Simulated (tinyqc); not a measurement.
# Worked calculation: polycrystalline film, grain-boundary barriers (Seto model)

Numbers from tinyqc (`OMP_NUM_THREADS=1 python tinyqc.py 2610069 2610070 out.jsonl`; about 0.01 s on one thread of a shared Intel Xeon 2.30GHz). Printed values are rounded.

One-dimensional grains of size Lg with donors N; each boundary has Qt acceptor-like traps per area at one level Et below the band edge. Trapped electrons qt deplete a width w = qt/N (both sides together) and raise a barrier Vb = q N w^2/(8 eps0 eps_r). Current crosses the barriers by thermionic emission at small bias. Abrupt depletion, full ionisation, Boltzmann statistics.

Inputs (values chosen for the exercise); values close to those of polycrystalline silicon: temperature T = 300 K; relative permittivity of the semiconductor eps_r = 11.7; grain size Lg = 20 nm; trap density at a boundary Qt = 3.6e12 cm^-2; donor density N = 1.2e18 cm^-3; mobility inside a grain mg = 150 cm^2/(V s); collection velocity at the barrier vc = 3.9e6 cm/s; conduction-band density of states at T Nc = 2.8e19 cm^-3; trap level below the band edge Et = 0.49 eV.

Constants: q = 1.602176634e-19 C, kB = 1.380649e-23 J/K, Vt = kB T/q, eps0 = 8.8541878128e-14 F/cm where lengths are in cm. Results are converted to the units shown.

## Critical doping and limits of the barrier

N* = Qt/Lg; fully depleted grains have Vb = q N Lg^2/(8 eps0 eps_r), filled traps Vb = q Qt^2/(8 eps0 eps_r N); the true barrier cannot exceed the smaller.

N* = 1.8e18 cm^-3
Vb, fully depleted = 0.0927955 V
Vb, traps filled = 0.208790 V

## Barrier, resistivity and effective mobility

Partly depleted grains: the density at the grain centre is n0 = N and qt = Qt/(1 + 2 (Nc/N) exp((Vb - Et)/Vt)). If that gives qt >= N Lg, the grains are fully depleted: qt = N Lg, w = Lg and n0 = 2 Nc exp((Vb - Et)/Vt)/(Qt/(N Lg) - 1). Resistivity: barriers rb = Vt exp(Vb/Vt)/(q n0 vc Lg), grain interior rg = (1 - w/Lg)/(q mg N); effective mobility 1/(q N (rb + rg)).

qt = 2.4e12 cm^-2
w = 20 nm
Vb = 0.0927955 V
n0 = 2.37945e13 cm^-3
rb = 31485.4 ohm cm
rg = 0 ohm cm
effective mobility = 1.65196e-4 cm^2/(V s)

The grains are fully depleted, 66.7 % of the traps are filled and the barriers give 100 % of the resistivity.
